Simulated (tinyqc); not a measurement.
Inside a calculation. Method: CID on RHF in the cc-pvdz basis, for He, spin multiplicity 1. Computed by tinyqc, a small Python program that keeps every step (integrals from PySCF). Settings: charge = 0, multiplicity = 1, basis = cc-pvdz, method = RHF, energy threshold = 1e-10, iteration cap = 52, orthogonalisation = symmetric, start = Wolfsberg-Helmholz matrix, DIIS depth = 6, ci = CID. Command: `OMP_NUM_THREADS=1 python tinyqc.py 27260 27261 out.jsonl` (the two numbers bound the seeds that draw the settings). One thread of a shared host (Intel(R) Xeon(R) Processor @ 2.60GHz), about 0.09 s of CPU time with the checks. The early iterations of the SCF are left out here.

## One-electron integrals

Geometry (angstrom):
```
atom       x       y       z
He    0.0000  0.0000  0.0000
```

Basis cc-pvdz: exponents (1/bohr^2) and contraction coefficients of normalised primitives:
```
element  l (shell)  exponent  coefficient
He           s (1)   38.3600       0.0402
He           s (1)    5.7700       0.2614
He           s (1)    1.2400       0.7931
He           s (2)    0.2976       1.0000
He           p (3)    1.2750       1.0000
```

Overlap, kinetic and nuclear-attraction integrals over the contracted functions; the nuclear repulsion is the sum of Za Zb / Rab.

nuclear repulsion = 0 hartree

overlap S, lower triangle:
```
         1He 1s  1He 2s  1He 2px  1He 2py  1He 2pz
1He 1s   1.0000
1He 2s   0.6342  1.0000
1He 2px  0.0000  0.0000   1.0000
1He 2py  0.0000  0.0000   0.0000   1.0000
1He 2pz  0.0000  0.0000   0.0000   0.0000   1.0000
```

kinetic energy T (hartree), lower triangle:
```
         1He 1s  1He 2s  1He 2px  1He 2py  1He 2pz
1He 1s   2.9224
1He 2s   0.4667  0.4464
1He 2px  0.0000  0.0000   3.1875
1He 2py  0.0000  0.0000   0.0000   3.1875
1He 2pz  0.0000  0.0000   0.0000   0.0000   3.1875
```

nuclear attraction V (hartree), lower triangle:
```
          1He 1s   1He 2s  1He 2px  1He 2py  1He 2pz
1He 1s   -4.8027
1He 2s   -2.0124  -1.7411
1He 2px   0.0000   0.0000  -2.4025
1He 2py   0.0000   0.0000   0.0000  -2.4025
1He 2pz   0.0000   0.0000   0.0000   0.0000  -2.4025
```

core Hamiltonian H = T + V (hartree), lower triangle:
```
          1He 1s   1He 2s  1He 2px  1He 2py  1He 2pz
1He 1s   -1.8803
1He 2s   -1.5458  -1.2947
1He 2px   0.0000   0.0000   0.7850
1He 2py   0.0000   0.0000   0.0000   0.7850
1He 2pz   0.0000   0.0000   0.0000   0.0000   0.7850
```

## Two-electron integrals

Functions are numbered as in S; the eight-fold symmetry (ij|kl) = (ji|kl) = (kl|ij) leaves the list below.

Two-electron integrals (ij|kl) in chemists' order, unique and non-zero (hartree):
```
(11|11) 1.5430   (21|11) 0.7850   (21|21) 0.4268   (22|11) 0.8035
(22|21) 0.4759   (22|22) 0.6156   (31|31) 0.1773   (32|31) 0.1425
(32|32) 0.1300   (33|11) 1.0998   (33|21) 0.6278   (33|22) 0.7344
(33|33) 1.0405   (41|41) 0.1773   (42|41) 0.1425   (42|42) 0.1300
(43|43) 0.0637   (44|11) 1.0998   (44|21) 0.6278   (44|22) 0.7344
(44|33) 0.9131   (44|44) 1.0405   (51|51) 0.1773   (52|51) 0.1425
(52|52) 0.1300   (53|53) 0.0637   (54|54) 0.0637   (55|11) 1.0998
(55|21) 0.6278   (55|22) 0.7344   (55|33) 0.9131   (55|44) 0.9131
(55|55) 1.0405
```

## Orthogonalisation

S = U s U^T; symmetric (Loewdin) form X = U s^(-1/2) U^T, so that X^T S X = 1.

eigenvalues of S: 0.3658  1.0000  1.0000  1.0000  1.6342

X, lower triangle:
```
          1He 1s  1He 2s  1He 2px  1He 2py  1He 2pz
1He 1s    1.2178
1He 2s   -0.4355  1.2178
1He 2px   0.0000  0.0000   1.0000
1He 2py   0.0000  0.0000   0.0000   1.0000
1He 2pz   0.0000  0.0000   0.0000   0.0000   1.0000
```

## Iteration 9 (converged): orbitals

converged F (hartree), lower triangle:
```
          1He 1s   1He 2s  1He 2px  1He 2py  1He 2pz
1He 1s   -0.5504
1He 2s   -0.9999  -0.4288
1He 2px   0.0000   0.0000   2.5244
1He 2py   0.0000   0.0000   0.0000   2.5244
1He 2pz   0.0000   0.0000   0.0000   0.0000   2.5244
```

Diagonalise F' = X^T F X, C = X C', fill 1 alpha and 1 beta electrons from the bottom; D = 2 C_occ C_occ^T. Each column has its largest component positive (the first on a tie).

F' = X^T F X (hartree), lower triangle:
```
         1       2       3       4       5
1   0.1630
2  -1.1531  0.3203
3   0.0000  0.0000  2.5244
4   0.0000  0.0000  0.0000  2.5244
5   0.0000  0.0000  0.0000  0.0000  2.5244
```

orbital energies (hartree): MO1 -0.9141, MO2 1.3974, MO3 2.5244, MO4 2.5244, MO5 2.5244

coefficients C:
```
            MO1      MO2     MO3     MO4     MO5
1He 1s   0.5926  -1.1496  0.0000  0.0000  0.0000
1He 2s   0.5130   1.1872  0.0000  0.0000  0.0000
1He 2px  0.0000   0.0000  1.0000  0.0000  0.0000
1He 2py  0.0000   0.0000  0.0000  1.0000  0.0000
1He 2pz  0.0000   0.0000  0.0000  0.0000  1.0000
```

D after iteration 9, lower triangle:
```
         1He 1s  1He 2s  1He 2px  1He 2py  1He 2pz
1He 1s   0.7024
1He 2s   0.6081  0.5264
1He 2px  0.0000  0.0000   0.0000
1He 2py  0.0000  0.0000   0.0000   0.0000
1He 2pz  0.0000  0.0000   0.0000   0.0000   0.0000
```

Within a degenerate level the vectors are fixed only up to a rotation; this is one choice.

## Convergence

Stop when the energy changes by less than 1e-10 hartree and every element of the error matrix X^T (F D S - S D F) X is below 3e-06.

Course of the cycle:
```
iteration  E (hartree)     change  largest element of the error matrix
1            -2.802622          -                             4.66e-01
2            -2.854828  -5.22e-02                             3.76e-02
3            -2.855160  -3.32e-04                             1.56e-04
4            -2.855160  -4.54e-09                             7.10e-05
5            -2.855160  -6.87e-10                             4.59e-05
6            -2.855160  -2.24e-10                             3.39e-05
7            -2.855160  -1.00e-10                             2.69e-05
8            -2.855160  -1.69e-10                             1.96e-08
9            -2.855160   8.88e-16                             2.84e-11
```

PySCF RHF in the same basis = -2.855160 hartree

Converged in 9 iterations.

## Integrals over molecular orbitals

(pq|rs) = sum C_ip C_jq C_kr C_ls (ij|kl), one index at a time.

one-electron integrals over orbitals h = C^T H C (hartree), lower triangle:
```
         1        2       3       4       5
1  -1.9410
2   0.3164  -0.0902
3   0.0000   0.0000  0.7850
4   0.0000   0.0000  0.0000  0.7850
5   0.0000   0.0000  0.0000  0.0000  0.7850
```

Two-electron integrals over orbitals (pq|rs), unique and non-zero (hartree):
```
(11|11) 1.0269    (21|11) -0.3164   (21|21) 0.2275    (22|11) 0.8576
(22|21) -0.2552   (22|22) 0.7655    (31|31) 0.1831    (32|31) -0.0254
(32|32) 0.0285    (33|11) 0.9613    (33|21) -0.2305   (33|22) 0.7750
(33|33) 1.0405    (41|41) 0.1831    (42|41) -0.0254   (42|42) 0.0285
(43|43) 0.0637    (44|11) 0.9613    (44|21) -0.2305   (44|22) 0.7750
(44|33) 0.9131    (44|44) 1.0405    (51|51) 0.1831    (52|51) -0.0254
(52|52) 0.0285    (53|53) 0.0637    (54|54) 0.0637    (55|11) 0.9613
(55|21) -0.2305   (55|22) 0.7750    (55|33) 0.9131    (55|44) 0.9131
(55|55) 1.0405
```

## CID: determinants and Hamiltonian

Hartree-Fock energy = -2.855160 hartree

Slater-Condon rules over spin orbitals, with the nuclear repulsion added and E(HF) subtracted on the diagonal. Only determinants linked to the reference directly or through others are kept (one block of an abelian symmetry group), so some states are absent.

Occupation strings over the orbitals (2 doubly, a alpha, b beta, 0 empty; spin orbitals ordered 1a 1b 2a 2b ...): 20000 02000 00200 00020 00002

H - E(HF) between determinants (hartree), lower triangle:
```
        20000   02000   00200   00020   00002
20000  0.0000
02000  0.2275  3.4402
00200  0.1831  0.0285  5.4657
00020  0.1831  0.0285  0.0637  5.4657
00002  0.1831  0.0285  0.0637  0.0637  5.4657
```

## CID: roots

Diagonalise (each vector has its largest component positive (the first on a tie)); all determinants have Ms = 0, so triplets appear too. The lowest singlet root is the correlation energy.

lowest roots of this matrix, relative to E(HF) (hartree): -0.0324  3.4529  5.4020  5.4020  5.6128

lowest vectors:
```
        root 1   root 2   root 3   root 4
20000   0.9964   0.0628   0.0000   0.0000
02000  -0.0645   0.9975   0.0000   0.0000
00200  -0.0321  -0.0187   0.8165   0.0000
00020  -0.0321  -0.0187  -0.4082   0.7071
00002  -0.0321  -0.0187  -0.4082  -0.7071
```

<S^2> of these roots: 0.0000  0.0000  0.0000  0.0000  0.0000

weight of the ground state by excitation level 0, 1, 2, ...: 0.9927  0.0000  0.0073

Within a degenerate level the vectors are fixed only up to a rotation; this is one choice.
